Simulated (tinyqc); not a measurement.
Photoconductance decay in a wafer: bulk and surface recombination modes, and iron detection by pair splitting: one step, computed by the program tinyqc.

Both faces of the wafer have the same S; injection is low and all coefficients are constant. x runs from -W/2 to W/2.

Question. Decay rates of the even modes. Even modes cos(a x) obey b tan b = S W/(2 D) with b = a W/2, odd modes sin(a x) obey -b cot b = S W/(2 D); each decays at the rate 1/tau_b + D a^2.

Inputs (values chosen for the exercise, modelled on p-type silicon):
```
quantity,value,unit
thickness W,300,micrometre
diffusivity D,32.7,cm^2/s
bulk lifetime tau_b without iron,960,microsecond
surface recombination velocity S,6.9,cm/s
```

Give: the table «The first four even modes: b, surface rate and decay time» with the columns b_n, surface rate D a^2 (1/s), decay time (microsecond), for n = 0, 1, 2, 3.

Answer.

The first four even modes: b, surface rate and decay time:
```
n,b_n,surface rate D a^2 (1/s),decay time (microsecond)
0,0.0562,4.5952e+02,6.6614e+02
1,3.1426,1.4353e+06,6.9621e-01
2,6.2837,5.7384e+06,1.7423e-01
3,9.4251,1.2910e+07,7.7451e-02
```
